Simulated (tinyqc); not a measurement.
## Silicon n-p-n transistor, Gummel numbers and transit times: effect of the temperature

One-dimensional n-p-n transistor in the forward active mode at low injection. In the base p(x) = NB exp(-eta x/wb) and ni(x)^2 = ni^2 exp((g0 + g1 x/wb)/Vt); electrons leave the base at vsat; band spikes at the emitter junction and recombination inside the emitter are ignored.

Nc and Nv are given at 400 K and scale as (T/400 K)^1.5; all else is held fixed. f(x) = p(x) ni^2/ni(x)^2; I(x) = integral from x to wb of f/Dn, plus f(wb)/vsat; base Gummel number GB = I(0); electron density per unit flux n/(J/q) = I/f; base transit time tauB = integral of I/f over the base. ni = sqrt(Nc Nv) exp(-Eg/(2 Vt)), Eg in volts; GE = NE exp(-gE/Vt)(we/Dp + 1/Se); JC = J0 exp(VBE/Vt), J0 = q ni^2/GB; gain limited by back injection GE/GB, by base recombination tb/tauB, together 1/beta = the sum of the inverses; collector layer one-sided, Wc = sqrt(2 eps0 eps_r (Vbc + VCB)/(q NC)), Vbc = Vt ln(p(wb) NC/ni^2), Cjc = eps0 eps_r/Wc; Early voltage VA = GB q p(wb)/(f(wb) Cjc [1/Dn - (eta + g1/Vt)/(wb vsat)]), f(wb) = p(wb) exp(-(g0 + g1)/Vt), p(wb) = NB exp(-eta); tauC = Wc/(2 vsat). Peak fT here means 1/(2 pi (tauB + tauC + Rc Cjc)); base sheet resistance 1/(q mp times the integral of p).

Inputs (values chosen for the exercise); band and dielectric values close to those of silicon:
```
symbol,value,unit,meaning
Eg,1.1,eV,band gap
eps_r,11.5,,relative permittivity
Nc,4.28e19,cm^-3,conduction-band density of states at the reference temperature
Nv,4.14e19,cm^-3,valence-band density of states at the reference temperature
vsat,1e7,cm/s,saturation velocity
wb,55,nm,neutral base width
NB,1.6e17,cm^-3,base doping at the emitter edge
eta,0,,doping falls as exp(-eta x/wb)
g0,0,eV,gap reduction at the emitter edge of the base
g1,0,eV,further gap reduction across the base (linear)
Dn,5.6,cm^2/s,electron diffusion coefficient in the base
NE,7.1e19,cm^-3,emitter doping
gE,0.109,eV,gap reduction in the emitter (negative: wider gap)
we,200,nm,neutral emitter width
Dp,0.98,cm^2/s,hole diffusion coefficient in the emitter
Se,80000,cm/s,recombination velocity at the emitter contact
tb,1e-7,s,electron lifetime in the base
NC,9.4e15,cm^-3,collector doping
VCB,0.1,V,collector-base reverse bias
Rc,13,ohm um^2,emitter plus collector resistance
mp,190,cm^2/(V s),hole mobility in the base
```

Constants: q = 1.602176634e-19 C, kB = 1.380649e-23 J/K, Vt = kB T/q, eps0 = 8.8541878128e-14 F/cm where lengths are in cm. Results are converted to the units shown.

The same in every row: GB (s/cm^4) = 1.731e11; tb/tauB = 3.076e4; tauB (ps) = 3.251; base sheet resistance (kohm) = 37.33.

Results:
```
T (K),GE/GB,beta,VA (V),tauC (ps),peak fT (GHz)
200,24.18,24.16,5.596,1.834,31.28
240,69.38,69.23,5.447,1.785,31.58
280,147.3,146.6,5.288,1.733,31.91
320,259.1,256.9,5.120,1.678,32.26
400,571.2,560.8,4.754,1.558,33.07
440,761.5,743.1,4.555,1.493,33.52
480,967.6,938.1,4.343,1.423,34.02
```

Estimate the missing row, T = 360 K.

Computed row:
```
T (K),GE/GB,beta,VA (V),tauC (ps),peak fT (GHz)
360,402.0,396.8,4.942,1.620,32.65
```

With this row back in the table: As T goes from 200 to 480, beta rises from 24.2 to 938, VA falls from 5.60 to 4.34 V, the peak fT rises from 31.3 to 34.0 GHz and the base sheet resistance stays at 37.3 kohm. The product beta VA changes by a factor of 30.1. Back injection limits the gain in every row.

Range of the model: Heavy doping makes emitter or base degenerate; gE and g0 are to be read as apparent gap changes that include this.

Computed by the program tinyqc: `OMP_NUM_THREADS=1 python tinyqc.py 2320108 2320109 out.jsonl`, one thread of a shared Intel Xeon 2.30GHz, about 0.01 s for the whole run.
